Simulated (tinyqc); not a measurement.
Finnis-Sinclair potential for a bcc metal: fit to cohesion and elasticity, then vacancy, surfaces and structure. From vacancy energy E_v back to cohesive energy E_c. Computed by tinyqc, a small Python program. Command: `OMP_NUM_THREADS=1 python tinyqc.py 3110220 3110221 out.jsonl fsfit inv`. One thread of a shared host (Intel(R) Xeon(R) Processor @ 2.30GHz), about 0.02 s of CPU time with the checks.

E = (1/2) sum V(r) - A sqrt(rho), rho = sum phi(r), phi = (r - d)^2 for r < d, V = (r - c)^2 (c0 + c1 r + c2 r^2) for r < c. In bcc the 8 first neighbours lie at sqrt(3) a/2 and the 6 second at a; both cut-offs lie below the third shell; Omega = a^3/2; E is per atom and z the number of atoms in a shell. The four constants A, c0, c1, c2 are fitted to E_c, zero pressure, B and C12 - C44 alone, so C44 and C11 - C12 are not matched singly; defects are unrelaxed.

Inputs (values chosen for the exercise, modelled on tantalum): lattice constant a = 3.306 angstrom; target C11 = 262 GPa; target C12 = 161 GPa; target C44 = 84.4 GPa; density cut-off d/a = 1.245; pair cut-off c/a = 1.264.

Constants: 1 eV/angstrom^3 = 160.2176634 GPa.

Method:
- rho = sum z phi, rho1 = sum z r phi', rho2 = sum z r^2 phi''. At zero pressure the effective pair part V + 2 F' phi obeys C12 = C44, so C12 - C44 = F'' (rho1/3)^2/Omega with F'' = A/(4 rho^(3/2)); this gives A.
- With v_k = (r - c)^2 r^k the rows are (1/2) sum z v_k, (1/2) sum z r v_k' and (1/2) sum z r^2 v_k''. With rho1 = sum z r phi' and rho2 = sum z r^2 phi'' the right-hand sides are: -E_c + A sqrt(rho) (cohesion); A rho1/(2 sqrt(rho)) (zero pressure); 9 B Omega + A [rho2/(2 sqrt(rho)) - rho1^2/(4 rho^(3/2))] with B = (C11 + 2 C12)/3.
- Solve the three equations.
- E_v = -A sum_shells z [sqrt(rho - phi(r)) - sqrt(rho)] - (1/2) sum z V(r): the neighbours lose one bond each, and the atom is put back in the bulk.

Task: A run gave the result below. Find the cohesive energy E_c, known to lie between 6.6 and 12 eV.

vacancy energy E_v = 2.920797 eV

Result:

Each step takes the trial c = (a f_b - b f_a)/(f_b - f_a), f being the result less the target and a, b, c the logarithms of the listed values; c replaces end b, the old b replaces a if the sign of f changed, and otherwise f_a is halved.

Scan of the range:
```
cohesive energy E_c (eV)  vacancy energy E_v (eV)
6.60                                      1.43580
7.29                                      2.12580
8.06                                      2.89580
8.90                                      3.73580
9.83                                      4.66580
10.90                                     5.73580
12.00                                     6.83580
```

False position (Illinois rule, in the logarithm of the input) inside the bracket:
```
step    end a    end b    trial  vacancy energy E_v (eV)
1     8.06000  8.90000  8.08382                  2.91961
2     8.90000  8.08382  8.08494                  2.92074
3     8.90000  8.08494  8.08505                  2.92085
4     8.08494  8.08505  8.08500                  2.92080
```

Vacancy energy E_v rises at every point of a 13-point scan of the range (every second point is shown), so one value fits; it is bracketed by 8.06 and 8.90. The scan shows a straight line, so linear interpolation between any two rows gives the answer at once. Answer: cohesive energy E_c = 8.085 eV.
